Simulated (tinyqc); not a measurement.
# MOS inversion layer, Poisson-Schroedinger loop: effects of single changes

Electrons confined at an insulator interface at z = 0, treated as a hard wall; parabolic valleys, Hartree approximation, no image or exchange terms. The depletion charge lies far deeper than the electrons and gives a uniform field q Nd/(eps0 eps_r); the gate balances all charge. Energies are counted from the band edge at the interface.

Values chosen for this exercise; masses and permittivity close to those of silicon (100):
```
symbol,value,unit,meaning
T,400,K,temperature
eps_r,11.6,,relative permittivity
mz1,0.92,m0,mass along z of valley set A (2 valley(s))
md1,0.189,m0,in-plane density-of-states mass of set A
mz2,0.192,m0,mass along z of valley set B (4 valley(s))
md2,0.418,m0,in-plane density-of-states mass of set B
Ns,8.7e12,cm^-2,sheet density of electrons
Nd,4.7e11,cm^-2,sheet density of depletion charge
dE,0.09,eV,extra shift of set B (strain)
```

Constants: q = 1.602176634e-19 C, kB = 1.380649e-23 J/K, hbar = 1.054571817e-34 J s, m0 = 9.1093837015e-31 kg, Vt = kB T/q, eps0 = 8.8541878128e-14 F/cm where lengths are in cm, hbar^2/(2 m0) = 0.0380998212 eV nm^2. Results are converted to the units shown.

Each table varies one quantity; the others keep the values above.

## Effect of the extra shift of set B (strain)

Schroedinger equation -(C/mz) psi'' + (V0 + U + dE for set B) psi = E psi, C = hbar^2/(2 m0), psi(0) = 0, on a uniform mesh of 800 nodes with a far wall at 23 nm, 8 levels a set; V0 = q Nd z/(eps0 eps_r); dU/dz = q (Ns - integral of n from 0 to z)/(eps0 eps_r), U(0) = 0; N_k = g md m0 q Vt/(pi hbar^2) ln(1 + exp((EF - E_k)/Vt)), g the number of valleys of the set, sum N_k = Ns. Triangular well: E_k = a_k (C F^2/mz)^(1/3), a_1 = 2.338107, a_2 = 4.087949, C = hbar^2/(2 m0), F in eV/nm. Fang-Howard (all electrons in the lowest level of set A): b^3 = 6 (mz1/C) q (Nd + 11 Ns/32)/(eps0 eps_r), centroid 3/b, level C b^2/(4 mz1) + (3/b) q (Nd + 11 Ns/16)/(eps0 eps_r). The centroid adds 3.9 z_av/eps_r to an oxide-equivalent thickness.

The same in every row: Fang-Howard centroid (nm) = 1.51.

Result of one run:
```
dE (eV)  A1 (meV)  B1 (meV)  EF (meV)  share of A1 (%)  share of set A (%)  centroid z_av (nm)  added oxide equivalent (nm)
0.07          196       343       221             71.0                90.5                2.10                        0.705
```

What becomes of these results when the extra shift of set B (strain) dE is changed from 0.07 to 0.13 eV, all else the same?

Result of the changed run:
```
dE (eV)  A1 (meV)  B1 (meV)  EF (meV)  share of A1 (%)  share of set A (%)  centroid z_av (nm)  added oxide equivalent (nm)
0.13          195       400       224             75.0                98.0                2.06                        0.691
```

The whole series:
```
dE (eV)  A1 (meV)  B1 (meV)  EF (meV)  share of A1 (%)  share of set A (%)  centroid z_av (nm)  added oxide equivalent (nm)
-0.05         204       248       195             35.8                39.6                2.44                        0.820
-0.02         201       270       206             47.5                54.5                2.33                        0.783
0.01          199       292       213             58.0                69.2                2.23                        0.748
0.04          197       317       218             65.9                81.8                2.15                        0.722
0.07          196       343       221             71.0                90.5                2.10                        0.705
0.1           195       371       223             73.7                95.6                2.07                        0.696
0.13          195       400       224             75.0                98.0                2.06                        0.691
0.16          195       430       224             75.6                99.2                2.05                        0.689
```

As dE goes from -0.05 to 0.16, A1 falls from 204 to 195 meV, the share of A1 rises from 35.8 to 75.6 % and the centroid falls from 2.44 to 2.05 nm. EF lies more than 2 meV above A1 for dE = -0.02, 0.01, 0.04, 0.07, 0.1, 0.13, 0.16. The Fang-Howard centroid is 38 % below the full one in the first row, where A1 holds 35.8 %, and 26 % below it in the last, where A1 holds 75.6 %.

## Effect of the sheet density of depletion charge

Schroedinger equation -(C/mz) psi'' + (V0 + U + dE for set B) psi = E psi, C = hbar^2/(2 m0), psi(0) = 0, on a uniform mesh of 800 nodes with a far wall at 25 nm, 8 levels a set; V0 = q Nd z/(eps0 eps_r); dU/dz = q (Ns - integral of n from 0 to z)/(eps0 eps_r), U(0) = 0; N_k = g md m0 q Vt/(pi hbar^2) ln(1 + exp((EF - E_k)/Vt)), g the number of valleys of the set, sum N_k = Ns.

Effect of the sheet density of depletion charge:
columns A: Nd (cm^-2); B: A1 (meV); C: B1 (meV); D: EF (meV); E: share of A1 (%); F: share of set A (%); G: centroid z_av (nm); H: added oxide equivalent (nm); I: Fang-Howard centroid (nm)
```
A         B    C    D     E     F     G      H     I
1e11    190  353  215  70.0  93.7  2.46  0.828  1.57
1.7e11  191  355  216  70.6  93.8  2.37  0.797  1.56
3.1e11  193  358  219  71.7  94.0  2.22  0.745  1.54
5.3e11  196  363  224  73.5  94.3  2.03  0.683  1.50
9.4e11  202  372  232  76.5  94.8  1.80  0.605  1.45
1.6e12  212  389  245  80.8  95.5  1.57  0.529  1.38
2.9e12  231  423  269  87.2  96.8  1.33  0.447  1.27
5e12    261  477  304  93.4  98.2  1.13  0.380  1.14
```

What does the comparison show?

As Nd goes from 1e11 to 5e12, A1 rises from 190 to 261 meV, the share of A1 rises from 70.0 to 93.4 % and the centroid falls from 2.46 to 1.13 nm. A1 goes as Nd^(0.23) between the last two rows (a triangular well in the field of that charge alone gives 2/3). The Fang-Howard centroid is 36 % below the full one in the first row, where A1 holds 70.0 %, and 1.1 % above it in the last, where A1 holds 93.4 %. For Nd = 1e11, 1.7e11 the eighth level of a set still holds over 0.4 % of the electrons, so more levels and a farther wall would raise the centroid.

Numbers from tinyqc (`OMP_NUM_THREADS=1 python tinyqc.py 2160153 2160154 out.jsonl`; about 1 s on one thread of a shared Intel Xeon 2.30GHz).
